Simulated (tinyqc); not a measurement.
# From saturation current I/W back to saturation velocity v_s

Model: charge control and current of a heterostructure field-effect transistor. Computed by tinyqc, a small Python program. Command: `OMP_NUM_THREADS=1 python tinyqc.py 3003878 3003879 out.jsonl hemt inv`. One thread of a shared host (Intel(R) Xeon(R) Processor @ 2.30GHz), about 0.03 s of CPU time with the checks.

Two subbands in a triangular well; E_F is counted from the conduction band edge of the channel at the interface.

Inputs (values chosen for the exercise, modelled on AlGaN/GaN): channel mass m = 0.2 m_0; permittivity eps (barrier and channel) = 9.23; barrier thickness d = 33 nm; Schottky barrier phi_B = 1.1 eV; conduction band offset dE_c = 0.38 eV; polarisation charge sigma/e = 1.3e+13 1/cm^2; gate voltage V_G = 0 V; mobility mu = 1400 cm^2/(V s); gate length L = 49 nm; source resistance R_S = 0.14 ohm mm; temperature T = 77 K; mixing = 0.3; iteration cap = 200.

Charge source: polarisation. Velocity law: two-piece.

Constants: e = 1.602176634e-19 C; eps_0 = 8.8541878128e-12 F/m; k_B = 8.617333262e-05 eV/K; hbar = 1.054571817e-34 J s; m_0 = 9.1093837015e-31 kg; k_B = 1.380649e-23 J/K.

Method:
- Threshold V_T = phi_B - dE_c - sigma d/(eps eps_0) (in volts); C_b = eps eps_0/d.
- Charge control: n_s = C_b (V_G - V_T - E_F/e)/e. Well: mean field F = e n_s/(2 eps eps_0), E_i = (hbar^2/2m)^(1/3) [(3 pi e F/2)(i + 3/4)]^(2/3), i = 0, 1; n_s = D k_B T sum_i ln(1 + exp((E_F - E_i)/k_B T)), D = m/(pi hbar^2), which is solved in closed form for E_F.
- Iteration from n_s = C_b (V_G - V_T)/(2e): E_F from n_s, n_out from the charge control, n_new = n_s + mixing (n_out - n_s), kept above n_s/10; stop when |n_out/n_s - 1| < 1e-9.
- C_g = e dn_s/dV_G = 1/(1/C_b + 1/C_q), 1/C_q = d(E_F/e)/d(e n_s) by a central difference of +/- 0.1 % in n_s; added distance dd = eps eps_0/C_q.
- With V = e n_s/C_g and V_c = v_s L/mu: for v = mu F up to v_s, I/W = C_g v_s V_c (sqrt(1 + (V/V_c)^2) - 1) and V_Dsat = V + V_c - sqrt(V^2 + V_c^2); g_m = dI/dV; extrinsic g_m/(1 + g_m R_S); f_T = g_m/(2 pi C_g L).

Question. A run gave the result below. Find the saturation velocity v_s, known to lie between 0.77 and 2.1 1e7 cm/s.

saturation current I/W = 1854.796 mA/mm

Answer.

Each step takes the trial c = (a f_b - b f_a)/(f_b - f_a), f being the result less the target and a, b, c the logarithms of the listed values; c replaces end b, the old b replaces a if the sign of f changed, and otherwise f_a is halved.

Scan of the range:
```
saturation velocity v_s (1e7 cm/s)  saturation current I/W (mA/mm)
0.77                                                       1377.61
0.91                                                       1627.03
1.08                                                       1929.47
1.27                                                       2266.93
1.50                                                       2674.64
1.78                                                       3169.80
2.10                                                       3734.14
```

False position (Illinois rule, in the logarithm of the input) inside the bracket:
```
step    end a    end b    trial  saturation current I/W (mA/mm)
1     0.91000  1.08000  1.03528                         1849.96
2     1.08000  1.03528  1.03795                         1854.70
3     1.08000  1.03795  1.03805                         1854.89
4     1.03795  1.03805  1.03800                         1854.80
5     1.03805  1.03800  1.03800                         1854.80
```

Saturation current I/W rises at every point of a 13-point scan of the range (every second point is shown), so one value fits; it is bracketed by 0.910 and 1.08. Answer: saturation velocity v_s = 1.038 1e7 cm/s.

Caution: E_F lies above the conduction band minimum of the barrier, so electrons would spill into the barrier.
